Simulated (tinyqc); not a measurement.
Inside a calculation. Model: donor in an ellipsoidal valley (Kohn-Luttinger variational method). Computed by tinyqc, a small Python program that keeps every step. Command: `OMP_NUM_THREADS=1 python tinyqc.py 3000234 3000235 out.jsonl kohnlutt walk`. One thread of a shared host (Intel(R) Xeon(R) Processor @ 2.30GHz), about 0.03 s of CPU time with the checks. Intermediate numbers are printed to about 6 digits and carried at full precision; extremes and crossings named in words are read from the listed rows.

H = -(d^2/dx^2 + d^2/dy^2) - gamma d^2/dz^2 - 2/r in units built on m_t, with gamma = m_t/m_l and z along the valley axis. One valley; no valley-orbit or central-cell term.

Inputs (values chosen for the exercise, modelled on silicon):
```
quantity                      value  unit
transverse mass m_t           0.191   m_0
longitudinal mass m_l         0.942   m_0
dielectric constant eps        11.3     -
trial ratio b/a                0.81     -
observed depth chosen for 1s   47.7   meV
```

Constants: Ry = 13.605693123 eV; a_0 = 0.529177210903 angstrom; h x 1 THz = 4.135667696 meV.

## Effective units

Ry* = Ry m_t/eps^2, a* = a_0 eps/m_t, gamma = m_t/m_l.

Ry* = 20.3515 meV

a* = 31.3073 angstrom

gamma = 0.202760

## Energy at a trial ratio

Trial function exp(-sqrt((x^2 + y^2)/a^2 + z^2/b^2)) with beta = b/a < 1: E = t/a^2 - u/a, t = (2 + gamma/beta^2)/3, u = 2 arcsin(sqrt(1 - beta^2))/sqrt(1 - beta^2); the best a is 2 t/u and E(beta) = -u^2/(4 t).

t = 0.769679

u = 2.13715

best a = 0.720286 a*

E(beta) = -1.48354 Ry*

## Minimum over the ratio

Golden-section search on beta from 0.05 to 0.999, 60 steps.

Search, first ten steps; c and d are the inner points:
```
step       low      high         c  E(c) (Ry*)         d  E(d) (Ry*)
1     0.050000  0.999000  0.412486    -1.48654  0.636514    -1.56486
2     0.412486  0.999000  0.636514    -1.56486  0.774971    -1.50381
3     0.412486  0.774971  0.550943    -1.57377  0.636514    -1.56486
4     0.412486  0.636514  0.498057    -1.55958  0.550943    -1.57377
5     0.498057  0.636514  0.550943    -1.57377  0.583628    -1.57421
6     0.550943  0.636514  0.583628    -1.57421  0.603829    -1.57194
7     0.550943  0.603829  0.571144    -1.57468  0.583628    -1.57421
8     0.550943  0.583628  0.563428    -1.57459  0.571144    -1.57468
9     0.563428  0.583628  0.571144    -1.57468  0.575912    -1.57459
10    0.563428  0.575912  0.568196    -1.57468  0.571144    -1.57468
```

best beta = 0.569634

radius a of the 1s trial function = 23.3369 angstrom

radius b of the 1s trial function = 13.2935 angstrom

1s binding energy, trial function = 32.0473 meV

The envelope is flattened along the heavy axis; beta is close to gamma^(1/3) = 0.587.

## Levels from a Gaussian basis

Gaussian basis: g = P exp(-al (x^2 + y^2) - be z^2) with P = 1 (s-like), z (2p0) or x (2p+-); al = 0.004 x 2.6^k, k = 0..11, and be/al = 1, gamma^(-1/2) or 1/gamma (36 functions); 1/r = (2/sqrt(pi)) int exp(-t^2 r^2) dt by 48 Gauss-Legendre points after t = sqrt(al_i + al_j) tan(theta); overlap eigenvalues below 1e-10 are dropped.

1s binding energy, Gaussian basis = 32.0919 meV

2p0 binding energy = 11.8625 meV

2p+- binding energy = 6.55252 meV

The two-parameter trial function recovers 99.86 % of the 1s binding of the larger basis. 2p0, with its lobes along the heavy axis, is bound 1.81 times as strongly as 2p+-.

## Optical lines and the chemical shift

With an observed depth of 1s, the lines are 1s -> 2p0 = depth - E(2p0) and 1s -> 2p+- = depth - E(2p+-); the chemical shift is depth - E(1s, Gaussian basis); 1 meV = 1 THz/4.135667696.

line 1s -> 2p0 = 35.8375 meV

line 1s -> 2p+- = 41.1475 meV

chemical shift = 15.6081 meV

frequency of the line 1s -> 2p+- = 9.94942 THz

The spacing of the two lines, 5.310 meV, does not depend on the depth, so it is the same for every donor in this host.

## Which single mass stands for the valley

A hydrogenic level is Ry m/eps^2 for one mass m; errors are against the Gaussian basis.

1s binding energy:
```
rule                                      mass (m_0)  binding (meV)  error (%)
transverse mass                             0.191000         20.352    -36.584
conductivity mass 3/(2/m_t + 1/m_l)         0.260128         27.717    -13.631
density-of-states mass (m_t^2 m_l)^(1/3)    0.325117         34.642      7.946
longitudinal mass                           0.942000        100.372    212.766
trial function with a and b                        -         32.047     -0.139
mass that fits 1s                           0.301183         32.092      0.000
```

The conductivity mass, which is what a spherical trial function (a = b) gives, falls short by 13.6 %, as a restricted variational bound must; the density-of-states mass is off by +7.9 %. The mass that fits lies between the two.

## Levels against anisotropy

The trial energy is minimised over beta by golden section from 0.05 to 0.999, 60 steps.

Binding energies (Ry*):
```
gamma  1s, trial  1s, Gaussians      2p0      2p+-
0.051    2.08266        2.09411  1.01708  0.367862
0.100    1.83868        1.84446  0.79051  0.347506
0.200    1.57982        1.58206  0.58657  0.322503
0.300    1.42834        1.42940  0.48335  0.306003
0.350    1.37126        1.37202  0.44738  0.299385
0.590    1.18191        1.18204  0.33899  0.275674
0.850    1.05478        1.05477  0.27529  0.258058
```

As gamma falls from 0.85 to 0.051, 1s deepens from 1.055 to 2.094 Ry*, on the way from the hydrogen value 1 to the two-dimensional limit 4; 2p+- moves from 0.258 to 0.368 (limits 1/4 and 4/9), while 2p0 climbs from 0.275 to 1.017 and joins 1s as gamma tends to 0. Near gamma = 1 the trial function is almost exact and can pass the Gaussian basis, whose own error is about 3e-5 Ry*.

Checks made by the program: the Gaussian basis at gamma = 1 against 1, 1/4 and 1/4 Ry* (relative difference 3e-05); trial function against Gaussian basis (relative difference 1e-03).
